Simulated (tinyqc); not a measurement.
From results back to parameters: three-band (Emery) model of a CuO2 plane downfolded to one band. Three cases, with inputs chosen for the exercise.

Problem. With d at 0, oxygen p at -D, hoppings tpd and tpp and k in pi/a: at (1,0) the bonding and antibonding levels are the roots of E (E + D) = 4 tpd^2, and at (1,1) the top level solves E (E + D - 4 tpp) = 8 tpd^2. The levels below come from hidden parameters.

Find: D, tpd, tpp.

Method. The sum of the roots is -D and their product -4 tpd^2; then tpp = (E + D - 8 tpd^2/E)/4.

Case 1.

levels at (1,0) (eV): bonding -4.69230, antibonding 1.79230

top level at (1,1) = 3.32248 eV

Solution.

D, tpd, tpp (eV): 2.90  1.45  0.29

Case 2.

levels at (1,0) (eV): bonding -4.67627, antibonding 1.97627

top level at (1,1) = 4.05647 eV

Solution.

D, tpd, tpp (eV): 2.70  1.52  0.55

Case 3.

levels at (1,0) (eV): bonding -3.32660, antibonding 1.22660

top level at (1,1) = 2.84673 eV

Solution.

D, tpd, tpp (eV): 2.10  1.01  0.52

Computed by tinyqc, one run a case: `OMP_NUM_THREADS=1 python tinyqc.py N N+1 out.jsonl` with N = 1450023, 1450024, 1450341; one thread of a shared Intel(R) Xeon(R) Processor @ 2.30GHz, about 0.03 s a run at most.
